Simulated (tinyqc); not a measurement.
# From one set of inputs to another, one input at a time

Model: scattering of inversion-layer electrons by surface optical phonons of the gate insulator (remote phonon scattering). Computed by tinyqc, a small Python program. Command: `OMP_NUM_THREADS=1 python tinyqc.py 3111159 3111160 out.jsonl sophonon ladder`. One thread of a shared host (Intel(R) Xeon(R) Processor @ 2.30GHz), about 0.03 s of CPU time with the checks.

One subband with the Fang-Howard envelope; insulator and channel are half-spaces, the gate is far away, and an interlayer only moves the polar surface away by t (its own modes and its permittivity contrast are left out).

The inputs printed are set A. Set A is modelled on SiO2 on In0.53Ga0.47As; the values taken over come from a set modelled on HfO2 on germanium. Inputs not listed in the table keep their values of set A, so the rows need not describe a real material.

Inputs (values chosen for the exercise, modelled on SiO2 on In0.53Ga0.47As): static constant of the insulator eps_0s = 3.87; intermediate constant eps_i = 3.08; optical constant eps_inf = 2.52; hbar omega_TO1 = 56.2 meV; hbar omega_TO2 = 139 meV; constant of the channel eps_s = 13.9; in-plane mass m = 0.0425 m_0; valleys g_v = 1; sheet density n = 8.5e+11 1/cm^2; mean distance of the electrons z0 = 3/b = 5 nm; interlayer thickness t = 0.95 nm; temperature T = 250 K; electron energy E = 17 meV; mobility from other processes = 4740 cm^2/(V s).

Screening by the channel electrons: none.

Constants: k_B = 8.617333262e-05 eV/K; hbar^2/(2 m_0) = 3.80998212 eV angstrom^2; e^2/(4 pi eps_0) = 14.39964548 eV angstrom; hbar = 6.582119569e-16 eV s; e = 1.602176634e-19 C; m_0 = 9.1093837015e-31 kg.

Method:
- eps(w) = eps_inf + (eps_0s - eps_i) w1^2/(w1^2 - w^2) + (eps_i - eps_inf) w2^2/(w2^2 - w^2). Surface modes solve eps(w) + eps_s = 0, a quadratic in w^2; the strength of a mode is g = 2/(w d eps/dw).
- Occupation N = 1/(exp(hbar w/(k_B T)) - 1).
- Density of states D = g_v m/(pi hbar^2); eta = E_F/(k_B T) = ln(exp(n/(D k_B T)) - 1); screening wave number q_s = e^2 D/(2 eps_0 eps_avg) x 1/(1 + exp(-eta)), eps_avg = (eps_s + eps_inf)/2; b = 3/z0.
- For a mode of strength g, without the occupation factor, Area x |M(q)|^2 = e^2 hbar w g/(2 eps_0 q) x (b/(b + q))^6 exp(-2 q t).
- Approximate momentum relaxation rate, taking tau v alike in the initial and final states: 1/tau = (m/(2 pi hbar^3)) sum over modes and over absorption (N, E' = E + hbar w) and emission (N + 1, E' = E - hbar w > 0) of [(1 - f(E'))/(1 - f(E))] int_0^(2 pi) Area |M(q)|^2 (1 - cos theta) d theta, q^2 = k^2 + k'^2 - 2 k k' cos theta, f the Fermi function; 48 midpoints in theta from 0 to pi.
- mu = (e/m) int tau E f (1 - f) dE/(k_B T int f dE), by 300 midpoints from 0 to (max(eta, 0) + 14) k_B T; Matthiessen sum with the other processes.

Each row keeps all changes above it:
```
input moved                                         from          to  remote-phonon mobility (cm^2/(V s))  tau at E (fs)  loss of mobility (%)
set A                                                  -           -                           2.2622e+06          29609                 0.209
temperature T (K)                                    250         300                           1.4922e+06          23294                 0.317
mean distance of the electrons z0 = 3/b (nm)           5         1.4                           2.3906e+05           4109                 1.944
in-plane mass m (m_0)                             0.0425       0.121                           2.2043e+05          13214                 2.105
sheet density n (1/cm^2)                         8.5e+11     8.6e+11                           2.1981e+05          13156                 2.111
interlayer thickness t (nm)                         0.95           0                           6.7180e+04           4524                 6.591
hbar omega_TO1 (meV) and hbar omega_TO2 (meV)  56.2, 139  12.6, 47.7                           9.7124e+03            265                32.797
```

Remote-phonon mobility goes from 2.26e6 to 9710, a factor 0.00429 in all. The largest single move comes from hbar omega_TO1 with hbar omega_TO2 (a factor 0.145). tau at E goes from 29600 to 265, a factor 0.00896 in all. The largest single move comes from hbar omega_TO1 with hbar omega_TO2 (a factor 0.0586), and in-plane mass m works against it (a factor 3.22). Loss of mobility goes from 0.209 to 32.8, a factor 157 in all. The largest single move comes from mean distance of the electrons z0 = 3/b (a factor 6.14). The single moves hold for this order of the switches; the total does not depend on the order.

Caution (all rows): a relaxation time is only an approximation for inelastic scattering, and static or no screening brackets the true dynamic screening only roughly.

Extremes, crossings and ranges named in words are read from the listed rows.
